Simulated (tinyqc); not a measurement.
Drifting, spreading and decaying minority pulse (Haynes-Shockley), Crank-Nicolson time steps: one step of the calculation.

Low injection in a uniform field: dn/dt = D d2n/dx2 - v dn/dx - n/tau with D = mu Vt and v = mu F towards +x. Exact solution on an infinite bar for a Gaussian start at x0: n = N0 exp(-t/tau) exp(-(x - x0 - v t)^2/(2 s^2))/sqrt(2 pi s^2), s^2 = s0^2 + 2 D t.

Task. Coefficients of the scheme. Exponentially fitted fluxes: d = F hx/Vt, B(d) = d/(exp(d) - 1), k = D dt/hx^2; (L n)_i = a n_(i-1) + b n_i + c n_(i+1) with a = k B(-d), c = k B(d), b = -a - c - dt/tau. Explicit steps keep n positive for dt up to 1/[(D/hx^2)(B(d) + B(-d)) + 1/tau].

Inputs (values chosen for the exercise); mobility close to that of silicon at room temperature: temperature T = 300 K; minority-carrier mobility mu = 1360 cm^2/(V s); sweep field along the drift F = 35 V/cm; mesh step hx = 21 um; lifetime tau = 1.6e-6 s; time step dt = 1e-7 s.

Constants: q = 1.602176634e-19 C, kB = 1.380649e-23 J/K, Vt = kB T/q. Results are converted to the units shown.

Find: D; v; d; a; b; c; positivity limit of dt.

Result.

D = 35.159 cm^2/s
v = 47600 cm/s
d = 2.8431
a = 2.4069
b = -2.6095
c = 0.14019
positivity limit of dt = 3.8321e-8 s

tinyqc, about 0.01 s, one thread, Intel Xeon 2.30GHz (shared host): `OMP_NUM_THREADS=1 python tinyqc.py 2310009 2310010 out.jsonl`
